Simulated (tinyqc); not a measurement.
Worked calculation: Hubbard chain of 4 sites. Computed by tinyqc, a small Python program that keeps every step. Settings: hopping = 0.81, U = 1.3, mixing = 1, iteration cap = 82. Command: `OMP_NUM_THREADS=1 python tinyqc.py 23857 23858 out.jsonl` (the two numbers bound the seeds that draw the settings). One thread of a shared host (Intel(R) Xeon(R) Processor @ 2.60GHz), about 0.2 s of CPU time with the checks.

one-body matrix (hopping and site energies) (eV):
```
           1          2          3          4
1   0.000000  -0.810000   0.000000   0.000000
2  -0.810000   0.000000  -0.810000   0.000000
3   0.000000  -0.810000   0.000000  -0.810000
4   0.000000   0.000000  -0.810000   0.000000
```

U = 1.300000 eV

electrons, up and down: 2  2

n(up) at the start (a guess, not normalised): 1 0.950000, 2 0.050000, 3 0.950000, 4 0.050000

n(down) at the start (a guess): 1 0.050000, 2 0.950000, 3 0.050000, 4 0.950000

Each step fills the lowest levels of T + U n(other spin) and sets n(new) = n + mixing (n(out) - n); stop when output and input agree to 1e-8.

Course of the cycle:
```
iteration       E (eV)  largest |n(out) - n(in)|  mean |n_up - n_down|
1          -2.19552491                  1.98e-01              0.583690
2          -2.27531152                  7.18e-02              0.444529
3          -2.29781483                  4.38e-02              0.364298
4          -2.30722608                  3.09e-02              0.310630
5          -2.31208591                  2.32e-02              0.271346
6          -2.31494214                  1.83e-02              0.240868
7          -2.31677379                  1.49e-02              0.216255
8          -2.31802406                  1.24e-02              0.195794
9          -2.31891820                  1.06e-02              0.178410
10         -2.31958101                  9.18e-03              0.163388
11         -2.32008642                  8.05e-03              0.150233
...                ...                       ...                   ...
72         -2.32242937                  1.16e-04              0.002915
73         -2.32242946                  1.09e-04              0.002739
74         -2.32242954                  1.02e-04              0.002573
75         -2.32242961                  9.61e-05              0.002418
76         -2.32242967                  9.03e-05              0.002271
77         -2.32242972                  8.49e-05              0.002134
78         -2.32242977                  7.97e-05              0.002005
79         -2.32242981                  7.49e-05              0.001884
80         -2.32242985                  7.04e-05              0.001770
81         -2.32242988                  6.61e-05              0.001663
82         -2.32242991                  6.21e-05              0.001562
```

Can the last value be used, and what does the course show?

Not by the stop rule, although the second column moves by less than 1e-07 over the last three steps. Not converged within 82 iterations: the residual falls steadily but slowly, by a factor of about 0.94 a step. The lowest mean-field energy found from random starts is -2.32243 eV. Reruns (cap 100 unless said): mixing 0.2: not converged; mixing 0.5: not converged; mixing 0.9: not converged; the original settings with a cap of 400: converged in 223 (E = -2.32243).
